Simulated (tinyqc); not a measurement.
Inside a calculation. Method: plane-wave Kohn-Sham cycle with exchange-only LDA in a layered model solid. One step of it, computed by the program tinyqc.

Task: Iteration 2: Hamiltonian at one k. H(m,m') = (k + G_m)^2/2 delta + V(G_m - G_m'), with V(-G) = V(G).

A solid whose potential varies along x alone (atomic units):
```
parameter                      value
period a                   12.400000
cross-section of the cell  29.000000
electrons per cell                 2
grid points                       16
plane waves -n..n, n               3
k points                           4
V1 in V1 cos(2 pi x/a)     -0.480000
V2 in V2 cos(4 pi x/a)      0.070000
```

V(G_m), m = 0, 1, 2, ... (hartree): [-0.174191, -0.223119, 0.035509, -0.000194, -0.000020, 0.000009, 0.000003]

k = 0.125000 2 pi / a

Give: H.

Result:

H (hartree), order -3, -2, -1, +0, +1, +2, +3:
$$\begin{pmatrix}
0.8869 & -0.2231 & 0.0355 & -0.0002 & 0.0000 & 0.0000 & 0.0000 \\
-0.2231 & 0.2771 & -0.2231 & 0.0355 & -0.0002 & 0.0000 & 0.0000 \\
0.0355 & -0.2231 & -0.0759 & -0.2231 & 0.0355 & -0.0002 & 0.0000 \\
-0.0002 & 0.0355 & -0.2231 & -0.1722 & -0.2231 & 0.0355 & -0.0002 \\
0.0000 & -0.0002 & 0.0355 & -0.2231 & -0.0117 & -0.2231 & 0.0355 \\
0.0000 & 0.0000 & -0.0002 & 0.0355 & -0.2231 & 0.4055 & -0.2231 \\
0.0000 & 0.0000 & 0.0000 & -0.0002 & 0.0355 & -0.2231 & 1.0795
\end{pmatrix}$$
